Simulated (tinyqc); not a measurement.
# Changing the width sigma_m of the model charge

Model: correction of a charged-defect supercell by a model charge and potential alignment (plane-averaged potentials). Computed by tinyqc, a small Python program. Command: `OMP_NUM_THREADS=1 python tinyqc.py 3114014 3114015 out.jsonl align sweep`. One thread of a shared host (Intel(R) Xeon(R) Processor @ 2.30GHz), about 0.02 s of CPU time with the checks.

The "true" defect charge is (1 - x) q in a Gaussian of width sigma plus x q in one of width sigma_t, so the exact answer is known; the correction sees only a single model Gaussian of width sigma_m. A Gaussian of width s has the transform rho(G) = exp(-G^2 s^2/2), normalised to 1. A uniform background cancels q, so G = 0 is left out. Potentials are those felt by a unit positive charge. E_0 is the formation energy of the isolated defect, E_cell its value in the supercell, E_lat = E_iso - E_per of the model charge, C the true less the model potential far from the defect; the exact correction is E_0 - E_cell, and the error of a scheme is E_cell plus its correction less E_0.

Inputs (values chosen for the exercise, with screening close to that of Al2O3):
```
quantity                                     value      unit
defect charge q                                  2         e
dielectric constant eps                       8.92         -
edge of the cubic cell L                      17.1  angstrom
width sigma of the true defect charge          1.5  angstrom
share x of the charge in a wide tail             0         -
width sigma_t of the tail                      2.5  angstrom
formation energy of the isolated defect E_0   2.28        eV
```

Constants: e^2/(4 pi eps_0) = 14.39964548 eV angstrom.

Method:
- Periodic energy E_per = (2 pi q^2/(eps L^3)) (e^2/(4 pi eps_0)) sum_(G != 0) rho(G)^2/G^2, G = (2 pi/L)(n1, n2, n3), |n_i| <= 16. Isolated energy: two Gaussians of charges q_a, q_b and widths a, b interact by q_a q_b (e^2/(4 pi eps_0 eps)) sqrt(2/pi)/sqrt(a^2 + b^2), and the self-energy is half the sum over pairs.
- Supercell value E_cell = E_0 + E_per - E_iso for the true charge.
- E_lat = E_iso - E_per for the model charge; point-charge value alpha q^2 e^2/(4 pi eps_0 eps 2 L) with alpha = 2.837297.
- Plane-averaged potential at distance z from the defect: V(z) = (4 pi q/(eps L^3)) (e^2/(4 pi eps_0 e)) sum_(m != 0) rho(G_m) cos(G_m z)/G_m^2, G_m = 2 pi m/L, |m| <= 40.
- C = difference at z = L/2; E_corr = E_cell + E_lat - q C. For charges that have died out at L/2, C = (2 pi q/(eps L^3)) (e^2/(4 pi eps_0 e)) (<s^2> - sigma_m^2), <s^2> = (1 - x) sigma^2 + x sigma_t^2.

One run for each value; columns: (1) width sigma_m of the model charge (angstrom); (2) E_lat (eV); (3) alignment C (V); (4) error without alignment (meV); (5) error with alignment (rounded to 1e-4 meV) (meV):
```
(1)      (2)        (3)         (4)      (5)
0.86  0.5297   0.006128   1.226e+01   0.0000
1.00  0.5276   0.005071   1.014e+01   0.0000
1.20  0.5240   0.003286   6.572e+00   0.0000
1.30  0.5220   0.002272   4.544e+00   0.0000
1.50  0.5174   0.000000  -2.000e-08   0.0000
1.60  0.5149  -0.001258  -2.515e+00   0.0000
1.80  0.5094  -0.004016  -8.033e+00  -0.0002
2.00  0.5032  -0.007099  -1.420e+01  -0.0023
```

Over the rows, E_lat (eV) falls from 0.530 to 0.503 (exponent d ln y / d ln x -0.027 between the first rows and -0.12 between the last); alignment C (V) falls from 0.00613 to -0.00710; error without alignment (meV) falls from 12.3 to -14.2. E_lat and q C each change with the model width, by 26 and 26 meV over the rows, while the aligned error changes by 0.0 meV.
